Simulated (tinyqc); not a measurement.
RHF in the sto-3g basis, for H3+, spin multiplicity 1, step by step. Computed by tinyqc, a small Python program that keeps every step (integrals from PySCF). Settings: charge = 1, multiplicity = 1, basis = sto-3g, energy threshold = 1e-09, iteration cap = 51, orthogonalisation = canonical, start = core, DIIS depth = 4, damping = 0.7, method = RHF. Command: `OMP_NUM_THREADS=1 python tinyqc.py 27528 27529 out.jsonl` (the two numbers bound the seeds that draw the settings). One thread of a shared host (Intel(R) Xeon(R) Processor @ 2.60GHz), about 0.06 s of CPU time with the checks. Later iterations appear only in the table of the cycle.

## One-electron integrals

Geometry (angstrom):
```
atom,x,y,z
H,0.0000,0.0000,0.0000
H,0.0000,0.0000,0.7630
H,0.0000,0.6790,-0.3490
```

Basis sto-3g: exponents (1/bohr^2) and contraction coefficients of normalised primitives:
```
element,l (shell),exponent,coefficient
H,s (1),3.4253,0.1543
H,s (1),0.6239,0.5353
H,s (1),0.1689,0.4446
```

Overlap, kinetic and nuclear-attraction integrals over the contracted functions; the nuclear repulsion is the sum of Za Zb / Rab.

nuclear repulsion = 1.792845 hartree

overlap S, lower triangle:
```
,1H 1s,2H 1s,3H 1s
1H 1s,1.0000
2H 1s,0.6448,1.0000
3H 1s,0.6446,0.3377,1.0000
```

kinetic energy T (hartree), lower triangle:
```
,1H 1s,2H 1s,3H 1s
1H 1s,0.7600
2H 1s,0.2235,0.7600
3H 1s,0.2232,0.0333,0.7600
```

nuclear attraction V (hartree), lower triangle:
```
,1H 1s,2H 1s,3H 1s
1H 1s,-2.5057
2H 1s,-1.4861,-2.2687
3H 1s,-1.4853,-0.7272,-2.2684
```

core Hamiltonian H = T + V (hartree), lower triangle:
```
,1H 1s,2H 1s,3H 1s
1H 1s,-1.7457
2H 1s,-1.2626,-1.5087
3H 1s,-1.2620,-0.6939,-1.5084
```

## Two-electron integrals

Functions are numbered as in S; the eight-fold symmetry (ij|kl) = (ji|kl) = (kl|ij) leaves the list below.

Two-electron integrals (ij|kl) in chemists' order, unique and non-zero (hartree):
```
i,j,k,l,(ij|kl)
1,1,1,1,0.7746
2,1,1,1,0.4316
2,1,2,1,0.2826
2,2,1,1,0.5614
2,2,2,1,0.4316
2,2,2,2,0.7746
3,1,1,1,0.4313
3,1,2,1,0.2364
3,1,2,2,0.3048
3,1,3,1,0.2823
3,2,1,1,0.2069
3,2,2,1,0.1301
3,2,2,2,0.1918
3,2,3,1,0.1301
3,2,3,2,0.0678
3,3,1,1,0.5612
3,3,2,1,0.3048
3,3,2,2,0.3908
3,3,3,1,0.4313
3,3,3,2,0.1918
3,3,3,3,0.7746
```

## Orthogonalisation

S = U s U^T; canonical form X = U s^(-1/2), so that X^T S X = 1. Each column of U has its largest component positive (the first on a tie).

eigenvalues of S: 0.2416  0.6623  2.0961

X:
```
,1,2,3
1H 1s,1.5641,-0.0003,0.4417
2H 1s,-0.9205,-0.8686,0.3755
3H 1s,-0.9194,0.8692,0.3754
```

## Starting guess

The start is the orbitals of the core Hamiltonian; D = 2 C_occ C_occ^T.

D at the start, lower triangle:
```
,1H 1s,2H 1s,3H 1s
1H 1s,0.8194
2H 1s,0.3247,0.1287
3H 1s,0.3243,0.1285,0.1284
```

## Iteration 1: building the Fock matrix

J_ij = sum D_kl (ij|kl), K_ij = sum D_kl (ik|jl); F = H + J - 0.5 K; E = tr D H + tr D J / 2 - 0.25 tr D K + E_nn.

Coulomb J (hartree), lower triangle:
```
,1H 1s,2H 1s,3H 1s
1H 1s,1.3921
2H 1s,0.8186,1.1370
3H 1s,0.8180,0.4051,1.1366
```

exchange K (hartree), lower triangle:
```
,1H 1s,2H 1s,3H 1s
1H 1s,1.3280
2H 1s,0.8995,0.7538
3H 1s,0.8989,0.5842,0.7530
```

Fock matrix F (hartree), lower triangle:
```
,1H 1s,2H 1s,3H 1s
1H 1s,-1.0175
2H 1s,-0.8938,-0.7486
3H 1s,-0.8935,-0.5809,-0.7483
```

total energy of this density = -1.192245 hartree

This density is the starting one.

## Iteration 1: diagonalisation and new density

Diagonalise F' = X^T F X, C = X C', fill 1 alpha and 1 beta electrons from the bottom; D = 2 C_occ C_occ^T; the new density keeps 0.7 of the old one (damping). Each column has its largest component positive (the first on a tie).

F' = X^T F X (hartree), lower triangle:
```
,1,2,3
1,0.4041
2,0.0000,-0.2531
3,-0.1080,0.0001,-1.1662
```

orbital energies (hartree): MO1 -1.1736, MO2 -0.2531, MO3 0.4115

coefficients C:
```
,MO1,MO2,MO3
1H 1s,0.5475,-0.0003,1.5302
2H 1s,0.3118,-0.8686,-0.9440
3H 1s,0.3117,0.8692,-0.9429
```

D after iteration 1, lower triangle:
```
,1H 1s,2H 1s,3H 1s
1H 1s,0.7534
2H 1s,0.3297,0.1484
3H 1s,0.3294,0.1483,0.1481
```

## Iteration 2: building the Fock matrix

As before.

Coulomb J (hartree), lower triangle:
```
,1H 1s,2H 1s,3H 1s
1H 1s,1.3802
2H 1s,0.8151,1.1380
3H 1s,0.8146,0.4044,1.1376
```

exchange K (hartree), lower triangle:
```
,1H 1s,2H 1s,3H 1s
1H 1s,1.3062
2H 1s,0.8973,0.7651
3H 1s,0.8967,0.5897,0.7643
```

Fock matrix F (hartree), lower triangle:
```
,1H 1s,2H 1s,3H 1s
1H 1s,-1.0186
2H 1s,-0.8962,-0.7532
3H 1s,-0.8958,-0.5843,-0.7529
```

total energy of this density = -1.195950 hartree

This density is a damped mixture and is not idempotent.

## Iteration 2: DIIS over 2 matrices

error matrix X^T (FDS - SDF) X:
```
,1,2,3
1,0.0000,0.0000,0.1435
2,0.0000,0.0000,-0.0001
3,-0.1435,0.0001,0.0000
```

B (overlaps of the stored error matrices):
```
,1,2
1,7.4870445e-02,5.5538998e-02
2,5.5538998e-02,4.1198904e-02
```

Minimise |sum c_i e_i|^2 with sum c_i = 1: solve [B -1; -1 0][c; lambda] = [0; -1] with B_ij = tr e_i^T e_j, and take F = sum c_i F_i.

DIIS coefficients: -2.8730  3.8730

extrapolated F (hartree), lower triangle:
```
,1H 1s,2H 1s,3H 1s
1H 1s,-1.0216
2H 1s,-0.9030,-0.7663
3H 1s,-0.9027,-0.5943,-0.7661
```

## Iteration 2: diagonalisation and new density

As before.

F' = X^T F X (hartree), lower triangle:
```
,1,2,3
1,0.3943
2,0.0000,-0.2595
3,-0.0926,0.0001,-1.1819
```

orbital energies (hartree): MO1 -1.1873, MO2 -0.2595, MO3 0.3997

coefficients C:
```
,MO1,MO2,MO3
1H 1s,0.5324,-0.0002,1.5356
2H 1s,0.3211,-0.8686,-0.9408
3H 1s,0.3210,0.8692,-0.9398
```

D after iteration 2, lower triangle:
```
,1H 1s,2H 1s,3H 1s
1H 1s,0.6975
2H 1s,0.3334,0.1658
3H 1s,0.3331,0.1656,0.1655
```

## Iteration 3: building the Fock matrix

As before.

Coulomb J (hartree), lower triangle:
```
,1H 1s,2H 1s,3H 1s
1H 1s,1.3698
2H 1s,0.8120,1.1389
3H 1s,0.8115,0.4037,1.1386
```

exchange K (hartree), lower triangle:
```
,1H 1s,2H 1s,3H 1s
1H 1s,1.2872
2H 1s,0.8951,0.7747
3H 1s,0.8946,0.5943,0.7740
```

Fock matrix F (hartree), lower triangle:
```
,1H 1s,2H 1s,3H 1s
1H 1s,-1.0194
2H 1s,-0.8982,-0.7571
3H 1s,-0.8978,-0.5873,-0.7568
```

total energy of this density = -1.198713 hartree

This density is a damped mixture and is not idempotent.

## Iteration 3: DIIS over 3 matrices

error matrix X^T (FDS - SDF) X:
```
,1,2,3
1,0.0000,0.0000,0.1005
2,0.0000,0.0000,-0.0001
3,-0.1005,0.0001,0.0000
```

B (overlaps of the stored error matrices), lower triangle:
```
,1,2,3
1,7.4870445e-02
2,5.5538998e-02,4.1198904e-02
3,3.8876720e-02,2.8838803e-02,2.0186862e-02
```

As before.

DIIS coefficients: 0.8298  -4.1258  4.2960

extrapolated F (hartree), lower triangle:
```
,1H 1s,2H 1s,3H 1s
1H 1s,-1.0213
2H 1s,-0.9027,-0.7661
3H 1s,-0.9023,-0.5941,-0.7658
```

## Iteration 3: diagonalisation and new density

As before.

F' = X^T F X (hartree), lower triangle:
```
,1,2,3
1,0.3939
2,0.0000,-0.2595
3,-0.0926,0.0001,-1.1815
```

orbital energies (hartree): MO1 -1.1869, MO2 -0.2595, MO3 0.3993

coefficients C:
```
,MO1,MO2,MO3
1H 1s,0.5324,-0.0002,1.5356
2H 1s,0.3211,-0.8686,-0.9408
3H 1s,0.3210,0.8692,-0.9398
```

D after iteration 3, lower triangle:
```
,1H 1s,2H 1s,3H 1s
1H 1s,0.6583
2H 1s,0.3359,0.1779
3H 1s,0.3357,0.1778,0.1777
```

## Iteration 4: building the Fock matrix

As before.

Coulomb J (hartree), lower triangle:
```
,1H 1s,2H 1s,3H 1s
1H 1s,1.3626
2H 1s,0.8099,1.1396
3H 1s,0.8094,0.4033,1.1392
```

exchange K (hartree), lower triangle:
```
,1H 1s,2H 1s,3H 1s
1H 1s,1.2740
2H 1s,0.8937,0.7814
3H 1s,0.8932,0.5975,0.7807
```

Fock matrix F (hartree), lower triangle:
```
,1H 1s,2H 1s,3H 1s
1H 1s,-1.0200
2H 1s,-0.8995,-0.7598
3H 1s,-0.8992,-0.5893,-0.7595
```

total energy of this density = -1.200778 hartree

This density is a damped mixture and is not idempotent.

## Iteration 4: DIIS over 4 matrices

error matrix X^T (FDS - SDF) X:
```
,1,2,3
1,0.0000,0.0000,0.0703
2,0.0000,0.0000,-0.0001
3,-0.0703,0.0001,0.0000
```

B (overlaps of the stored error matrices), lower triangle:
```
,1,2,3,4
1,7.4870445e-02
2,5.5538998e-02,4.1198904e-02
3,3.8876720e-02,2.8838803e-02,2.0186862e-02
4,2.7211122e-02,2.0185247e-02,1.4129463e-02,9.8896858e-03
```

As before.

DIIS coefficients: -0.0611  1.9507  -6.8200  5.9304

extrapolated F (hartree), lower triangle:
```
,1H 1s,2H 1s,3H 1s
1H 1s,-1.0214
2H 1s,-0.9028,-0.7662
3H 1s,-0.9024,-0.5942,-0.7659
```

## Iteration 4: diagonalisation and new density

As before.

F' = X^T F X (hartree), lower triangle:
```
,1,2,3
1,0.3940
2,0.0000,-0.2595
3,-0.0926,0.0001,-1.1816
```

orbital energies (hartree): MO1 -1.1870, MO2 -0.2595, MO3 0.3994

coefficients C:
```
,MO1,MO2,MO3
1H 1s,0.5324,-0.0002,1.5356
2H 1s,0.3211,-0.8686,-0.9408
3H 1s,0.3210,0.8692,-0.9398
```

D after iteration 4, lower triangle:
```
,1H 1s,2H 1s,3H 1s
1H 1s,0.6308
2H 1s,0.3377,0.1864
3H 1s,0.3375,0.1863,0.1862
```

## Iteration 46 (converged): orbitals

converged F (hartree), lower triangle:
```
,1H 1s,2H 1s,3H 1s
1H 1s,-1.0213
2H 1s,-0.9028,-0.7662
3H 1s,-0.9024,-0.5942,-0.7659
```

Diagonalise F' = X^T F X, C = X C', fill 1 alpha and 1 beta electrons from the bottom; D = 2 C_occ C_occ^T. Each column has its largest component positive (the first on a tie).

F' = X^T F X (hartree), lower triangle:
```
,1,2,3
1,0.3939
2,0.0000,-0.2595
3,-0.0926,0.0001,-1.1816
```

orbital energies (hartree): MO1 -1.1870, MO2 -0.2595, MO3 0.3994

coefficients C:
```
,MO1,MO2,MO3
1H 1s,0.5324,-0.0002,1.5356
2H 1s,0.3211,-0.8686,-0.9408
3H 1s,0.3210,0.8692,-0.9398
```

D after iteration 46, lower triangle:
```
,1H 1s,2H 1s,3H 1s
1H 1s,0.5668
2H 1s,0.3419,0.2063
3H 1s,0.3418,0.2062,0.2061
```

## Convergence

Stop when the energy changes by less than 1e-09 hartree and every element of the error matrix X^T (F D S - S D F) X is below 9e-06.

Course of the cycle:
```
iteration,E (hartree),change,largest element of the error matrix
1,-1.192245,-,1.93e-01
2,-1.195950,-3.70e-03,1.44e-01
3,-1.198713,-2.76e-03,1.00e-01
4,-1.200778,-2.07e-03,7.03e-02
5,-1.202288,-1.51e-03,4.92e-02
6,-1.203376,-1.09e-03,3.45e-02
7,-1.204154,-7.77e-04,2.41e-02
8,-1.204706,-5.52e-04,1.69e-02
9,-1.205096,-3.90e-04,1.18e-02
10,-1.205370,-2.75e-04,8.27e-03
11,-1.205564,-1.93e-04,5.79e-03
12,-1.205699,-1.36e-04,4.05e-03
13,-1.205794,-9.52e-05,2.84e-03
14,-1.205861,-6.67e-05,1.99e-03
...,...,...,...
33,-1.206017,-7.64e-08,2.26e-06
34,-1.206017,-5.35e-08,1.58e-06
35,-1.206017,-3.74e-08,1.11e-06
36,-1.206017,-2.62e-08,7.76e-07
37,-1.206017,-1.83e-08,5.44e-07
38,-1.206017,-1.28e-08,3.80e-07
39,-1.206017,-8.98e-09,2.66e-07
40,-1.206017,-6.29e-09,1.86e-07
41,-1.206017,-4.40e-09,1.31e-07
42,-1.206017,-3.08e-09,9.14e-08
43,-1.206017,-2.16e-09,6.39e-08
44,-1.206017,-1.51e-09,4.48e-08
45,-1.206017,-1.06e-09,3.13e-08
46,-1.206017,-7.40e-10,2.19e-08
```

PySCF RHF in the same basis = -1.206017 hartree

Converged in 46 iterations.

## Populations, bond orders and dipole

Mulliken: Z minus the diagonal of D S on the atom; Loewdin: the same with S^(1/2) D S^(1/2); Mayer order: 2 sum_s sum (D(s) S)_ij (D(s) S)_ji over the two atoms.

Charges (e):
```
atom,Mulliken,Loewdin
1H,-0.0076,0.0661
2H,0.5036,0.4667
3H,0.5040,0.4671
```

Mayer bond orders:
```
pair,order
2-1,0.5002
3-1,0.4998
3-2,0.2462
```

dipole moment about the origin, x y z (debye): 0.0000  1.6437  1.0008
